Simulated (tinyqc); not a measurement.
Reverse leakage of an n+-p junction: diffusion, generation, trap-assisted and band-to-band tunnelling: leakage components against the temperature.

One-sided abrupt junction in the depletion approximation, x from the junction (0) to W on the p side, field F = F0 (1 - x/W). Flat quasi-Fermi levels, long p side. Traps generate through SRH with both lifetimes shortened by 1 + Gamma (Hurkx enhancement, form for moderate fields); band-to-band generation is local and needs a total bending above Eg.

Nc and Nv are given at 250 K and scale as (T/250 K)^1.5; all else is held fixed. ni = sqrt(Nc Nv) exp(-Eg/(2 Vt)), Eg in volts; Vbi = Vt ln(Na Nd/ni^2); W = sqrt(2 eps0 eps_r (Vbi + VR)/(q Na)); F0 = 2 (Vbi + VR)/W; FG = sqrt(24 mt m0 (kB T)^3)/(q hbar); J_diff = q ni^2 sqrt(Dn/tau)(1 - exp(-VR/Vt))/Na. u = (Vbi + VR)(1 - x/W)^2, p = Na exp(-u/Vt), n = Nd exp((u - Vbi - VR)/Vt); G0 = ni^2 (1 - exp(-VR/Vt))/(tau (n + p + 2 ni cosh(Et/Vt))); Gamma = 2 sqrt(3 pi)(F/FG) exp((F/FG)^2); trap-assisted part G0 Gamma; G_bb = Ab F^2.5 exp(-Bb/F) with F in V/cm, zero unless Vbi + VR > Eg. Currents are q times the integrals over 0 to W; J_bb under 1e-8 of J is printed as 0; rows with F0/FG above 2.2, beyond the range of this Gamma, are left out.

Parameters, values chosen for the exercise; band and dielectric values close to those of silicon:
```
symbol    value                 unit                                                         meaning
Eg         1.13                   eV                                                        band gap
eps_r      11.6                                                                relative permittivity
Nc      2.14e19                cm^-3  conduction-band density of states at the reference temperature
Nv      1.99e19                cm^-3     valence-band density of states at the reference temperature
Na       4.5e16                cm^-3                            acceptor density of the lighter side
Nd         5e19                cm^-3                               donor density of the heavier side
tau        1e-6                    s                     SRH lifetime of both carriers at zero field
Et         0.13                   eV                            trap level above the intrinsic level
mt         0.24                   m0                                                 tunnelling mass
Dn           18               cm^2/s              electron diffusion coefficient on the lighter side
Ab       5.6e14  cm^-0.5 V^-2.5 s^-1                                          band-to-band prefactor
Bb       1.95e7                 V/cm                                     band-to-band field constant
VR          2.1                    V                                                    reverse bias
```

Constants: q = 1.602176634e-19 C, kB = 1.380649e-23 J/K, hbar = 1.054571817e-34 J s, m0 = 9.1093837015e-31 kg, Vt = kB T/q, eps0 = 8.8541878128e-14 F/cm where lengths are in cm. Results are converted to the units shown.

The same in every row: J_bb (A/cm^2) = 0.

Leakage components against the temperature:
```
T (K)	F0 (kV/cm)	F0/FG	J_diff (A/cm^2)	J_SRH (A/cm^2)	J_TAT (A/cm^2)	J (A/cm^2)	largest part
220	210	0.925	5.70e-20	5.92e-15	3.20e-14	3.79e-14	trap-assisted tunnelling
250	209	0.761	1.07e-16	5.90e-13	2.26e-12	2.85e-12	trap-assisted tunnelling
280	208	0.640	4.14e-14	2.24e-11	6.57e-11	8.82e-11	trap-assisted tunnelling
310	208	0.547	5.22e-12	4.29e-10	1.01e-9	1.44e-9	trap-assisted tunnelling
340	207	0.475	2.88e-10	4.97e-9	9.67e-9	1.49e-8	trap-assisted tunnelling
370	206	0.416	8.46e-9	3.91e-8	6.45e-8	1.12e-7	trap-assisted tunnelling
400	205	0.369	1.53e-7	2.29e-7	3.25e-7	7.07e-7	trap-assisted tunnelling
430	204	0.330	1.87e-6	1.06e-6	1.31e-6	4.24e-6	diffusion
```

J rises from 3.79e-14 to 4.24e-6 A/cm^2. Trap-assisted tunnelling leads at T = 220, diffusion from 430 on. Activation energies over the table: 1.21 eV for diffusion (Eg = 1.13 eV, raised by the T^3 of ni^2), 0.738 eV for SRH generation (Eg/2 + |Et| = 0.695 eV), 0.680 eV for the trap-assisted part, lower since Gamma grows on cooling; the total shows 0.682 eV at the cold end and 0.885 eV at the hot end.

Range of the model: The n+ side is degenerate, so Vbi from Boltzmann statistics is only a guide.

Computed by the program tinyqc: `OMP_NUM_THREADS=1 python tinyqc.py 2290021 2290022 out.jsonl`, one thread of a shared Intel Xeon 2.30GHz, about 0.01 s for the whole run.
